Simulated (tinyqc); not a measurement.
Inside a calculation. Model: atomic layer deposition: Langmuir saturation, growth per cycle and coating of deep features. Computed by tinyqc, a small Python program that keeps every step. Command: `OMP_NUM_THREADS=1 python tinyqc.py 3007295 3007296 out.jsonl ald walk`. One thread of a shared host (Intel(R) Xeon(R) Processor @ 2.30GHz), about 0.02 s of CPU time with the checks. Intermediate numbers are printed to about 5 digits and carried at full precision; extremes and crossings named in words are read from the listed rows.

Precursor A sticks only on free sites, so a long enough pulse saturates; co-reactant B then frees the sites again.

Inputs (values chosen for the exercise, modelled on silicon dioxide from an aminosilane and ozone):
```
quantity                                  value      unit
precursor mass M                            174         u
site density q                              2.9    1/nm^2
growth per cycle at saturation G            1.3  angstrom
sticking probability beta on free sites  0.0079         -
precursor pressure p                       0.83        Pa
temperature T                               325         C
pulse time t                              0.015         s
co-reactant completion per pulse c_B        0.9         -
desorption energy E_d                      1.81        eV
purge time t_p                              4.2         s
aspect ratio a                              6.7         -
```

Feature: round hole.

Constants: u = 1.6605390666e-27 kg; k_B = 1.380649e-23 J/K; k_B = 8.617333262e-05 eV/K.

## Flux and saturation time

Wall flux F = p/sqrt(2 pi M k_B T); rate of filling k_a = beta F/q; desorption k_d = 1e13 exp(-E_d/(k_B T)) per second. 1/m^2 = 1e-18/nm^2. Temperatures in kelvin are T(C) + 273.15.

flux F = 6778.6 1/(nm^2 s)

k_a = 18.466 1/s

k_d = 0.0056188 1/s

time to 99 % without desorption, ln(100)/k_a = 0.24939 s

## The first four cycles

One cycle from coverage th0: pulse A gives th1 = th_s + (th0 - th_s) exp(-(k_a + k_d) t), th_s = k_a/(k_a + k_d); the purge leaves th2 = th1 exp(-k_d t_p); pulse B converts c_B th2 into film and leaves th3 = (1 - c_B) th2. Growth = G c_B th2. Start from th0 = 0.

Cycles:
```
cycle       th0      th1      th2       th3  growth (angstrom)
1      0.000000  0.24193  0.23629  0.023629            0.27645
2      0.023629  0.25984  0.25378  0.025378            0.29692
3      0.025378  0.26116  0.25507  0.025507            0.29844
4      0.025507  0.26126  0.25517  0.025517            0.29855
```

## Steady growth per cycle

The periodic state has th0 = th3: th0 = (1 - c_B) e_p th_s (1 - e_a)/(1 - (1 - c_B) e_p e_a), with e_a = exp(-(k_a + k_d) t), e_p = exp(-k_d t_p). Share of impinging molecules used = q (th1 - th0)/(F t).

coverage after pulse A = 0.26127

growth per cycle = 0.29856 angstrom

share of impinging molecules used = 0.0067239

The pulse is 0.28 filling times long: not fully saturated, so thickness still depends somewhat on the local dose. Desorption in the purge removes 2.3 % of the layer: the temperature window closes from above. Caution: many metal-organic precursors decompose at such temperatures, which adds growth left out here.

## Exposure for a deep feature

Diffusion-limited filling (Gordon) of a round hole of diameter w: a saturation front at depth z needs dz/dt = D_K n/(z (4q/w)), with Knudsen D_K = w c/3 and F = n c/4; including the entrance and floor terms, t = (q/F)(1 + 19a/4 + 3a^2/2). Reaction-limited filling needs ln(100)/k_a at any depth, k_a = beta F/q. Flow is molecular. The front picture holds when the modulus a sqrt(beta) is well above 1. Depth reached by the given pulse: solve the same formula for a. Exposure = p x diffusion-limited time; 1 langmuir = 1.33322e-4 Pa s.

diffusion-limited time = 0.042850 s

exposure = 266.76 langmuir

modulus = 0.59551

aspect ratio reached by the front in time t = 3.4381

Diffusion needs 0.0428 s and reaction 0.249 s: the surface reaction limits, though depth still lags the mouth. Caution: the modulus is not well above 1 or the Gordon time is under three times ln(100)/k_a, so there is no sharp front: the Gordon time is only a lower bound and the reaction time must be met as well. Caution: the pulse is shorter than ln(100)/k_a, so even the open surface is not saturated and the depth reached has no meaning. Caution: the depth reached is formal here: it is under 2/sqrt(beta), so no sharp front has formed.

## Coverage along the feature as the dose grows

Continuum model with steady gas transport: d2n/dz2 = 3 beta (1 - th) n/d_h^2 (d_h the hydraulic diameter, n = 1 at the mouth, no flux at the floor, 60 cells), d th/dt = beta F n (1 - th)/q; no desorption. Times are multiples of the larger of the Gordon time and ln(100)/k_a.

Coverage:
```
multiple    t (s)  top cell  quarter depth  half depth  three quarters  floor cell
0.05      0.01247     0.205          0.176       0.156           0.144       0.140
0.10      0.02494     0.367          0.324       0.292           0.273       0.266
0.20      0.04988     0.600          0.551       0.513           0.488       0.480
0.40      0.09975     0.840          0.810       0.784           0.767       0.761
0.60      0.14963     0.936          0.922       0.909           0.901       0.898
0.80      0.19951     0.975          0.969       0.963           0.959       0.958
1.00      0.24939     0.990          0.987       0.985           0.984       0.983
1.30      0.32420     0.997          0.997       0.996           0.996       0.996
```

At a multiple of 0.2 the coverage is 0.60 at the top and 0.48 at the floor. The coverage falls gradually with depth, without a sharp front. In the last row the floor reaches 0.996.

Checks made by the program: periodic state against 400 explicit cycles (relative difference below 1e-10).
